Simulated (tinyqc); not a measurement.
Vertical double-diffused power MOSFET, components of the on-resistance: one step of the calculation.

Stripe cells of pitch Wp + a, two channels a cell. Current flows through the channels, spreads in the accumulation layer, passes the gap between the p bodies and spreads at 45 degrees into the drift layer below them. Low drain voltage, full ionisation.

Problem. Components of the on-resistance. Pitch p = Wp + a, Cox = 3.9 eps0/tox; zero-bias depletion in the gap w0 = sqrt(2 eps0 eps_r Vbi/(q N Nj)), open gap g = a - 2 w0; R_ch = Lc p/(2 mch Cox Vov); R_acc = 0.6 a p/(4 mac Cox Vov), 0.6 being an empirical factor for current leaving the layer along its length; R_gap = (rho/Nj) xp p/g; spreading depth t = min(W, (p - g)/2); R_drift = (rho p/2) ln((g + 2 t)/g) + rho (W - t); R_on = the sum with Rs.

Inputs (values chosen for the exercise); bulk values close to those of 4H silicon carbide:
- eps_r = 9.82 (relative permittivity)
- tox = 44 nm (gate oxide thickness (eps_r 3.9))
- Vov = 13 V (gate overdrive)
- mch = 26 cm^2/(V s) (channel mobility)
- mac = 56 cm^2/(V s) (accumulation-layer mobility)
- Lc = 0.9 um (channel length)
- Wp = 5.8 um (width of the p body in one cell, channels included)
- a = 4.7 um (gap between neighbouring p bodies)
- xp = 1.3 um (depth of the p body)
- Nj = 3 (doping of the gap over the drift doping)
- Vbi = 2.79 V (built-in voltage of the body junction)
- Rs = 0.11 mohm cm^2 (substrate and contact resistance)

Constants: q = 1.602176634e-19 C, eps0 = 8.8541878128e-14 F/cm where lengths are in cm. Results are converted to the units shown.

N = 1.8205224e16 cm^-3
W = 7.3250932 um
mu = 326.63111 cm^2/(V s)
rho = 1.0496295 ohm cm

Find: w0; g; components; R_on; shares.

Solution.

w0 = 0.2355 um
g = 4.229 um
components (mohm cm^2): channel 1.781, accumulation 1.296, gap 0.1129, drift 0.9409, substrate 0.1100
R_on = 4.241 mohm cm^2
shares (%): channel 42.00, accumulation 30.55, gap 2.66, drift 22.19, substrate 2.59

The channel term is the largest. R_on is 5.52 times the ideal drift resistance, and spreading raises the drift term to 1.22 times it.

Program tinyqc, `OMP_NUM_THREADS=1 python tinyqc.py 2230070 2230071 out.jsonl`; Intel Xeon 2.30GHz, shared host, one thread, about 0.01 s.
